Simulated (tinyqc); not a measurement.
Changing the width of the heat source w: self-heating of a transistor with one or more fingers, with temperature-dependent conductivity. Computed by tinyqc, a small Python program. Command: `OMP_NUM_THREADS=1 python tinyqc.py 3009078 3009079 out.jsonl selfheat sweep`. One thread of a shared host (Intel(R) Xeon(R) Processor @ 2.30GHz), about 0.07 s of CPU time with the checks.

N long parallel fingers lie on the top face of a slab whose bottom is held at T_0; the top is otherwise insulated, and heat flows in two dimensions. P in W/mm is 1000 P in W/m.

Inputs (values chosen for the exercise, modelled on diamond):

| quantity | value | unit |
|---|---|---|
| conductivity at the base temperature kappa_0 | 1880 | W/(m K) |
| power per gate width P | 2.3 | W/mm |
| fingers N | 1 | - |
| finger pitch s | 15 | micrometre |
| substrate thickness t | 86 | micrometre |
| phonon free path Lambda | 300 | nm |

Power: power rises with temperature.

Method:
- A line source of power P on the top face raises the top at distance x by (P/(pi kappa_0)) g(x), g(x) = -ln tanh(pi x/(4 t)) (the image sum for the slab). On a strip of width w the centre sees the mean of g over the strip, g_0 = 1 + ln(8 t/(pi w)) for w much below t.
- theta_i = (P/(pi kappa_0)) [g_0 + sum over j != i of g(|i - j| s)], with equal powers and constant conductivity; thermal resistance = largest theta/P.
- Near a source smaller than the free path, Fourier's law overstates the flow. Rough estimate: a strip that emits phonons into a half space adds a resistance times area of 4 Lambda/(3 kappa_0), from the ballistic flux C v Delta T/4 with kappa_0 = C v Lambda/3, so Delta T_b = 4 Lambda P/(3 kappa_0 w); Knudsen number Lambda/w.

One run for each value:

| width of the heat source w (micrometre) | thermal resistance (K mm/W) | ballistic rise Delta T_b (K) | Delta T_b / largest theta | Knudsen number |
|---|---|---|---|---|
| 0.03 | 1.675 | 16.31 | 4.233 | 10.00 |
| 0.06 | 1.558 | 8.16 | 2.276 | 5.00 |
| 0.12 | 1.441 | 4.08 | 1.231 | 2.50 |
| 0.24 | 1.323 | 2.04 | 0.670 | 1.25 |
| 0.49 | 1.203 | 1.00 | 0.361 | 0.61 |
| 0.99 | 1.083 | 0.49 | 0.198 | 0.30 |
| 2.00 | 0.964 | 0.24 | 0.110 | 0.15 |
| 4.00 | 0.847 | 0.12 | 0.063 | 0.07 |

Describe and explain the trends.

Over the rows, thermal resistance (K mm/W) falls from 1.68 to 0.847 (exponent d ln y / d ln x -0.10 between the first rows and -0.19 between the last); ballistic rise Delta T_b (K) falls from 16.3 to 0.122 (exponent d ln y / d ln x about -1.0 throughout); Delta T_b / largest theta falls from 4.23 to 0.0628 (exponent d ln y / d ln x -0.90 between the first rows and -0.81 between the last). The exponent of ballistic rise Delta T_b stays at -1: the ballistic term goes as the flux P/w. The Fourier resistance grows only as ln(1/w), the ballistic term as 1/w, so the latter gains weight for narrow sources; it passes a tenth of the Fourier rise between w = 2.0 and 4.0 micrometre.

Caution (rows 0.0300, 0.0600, 0.120, 0.240, 0.490): the source is narrower than two phonon free paths, so the Fourier result understates the rise at the source.

Extremes, crossings and ranges named in words are read from the listed rows.
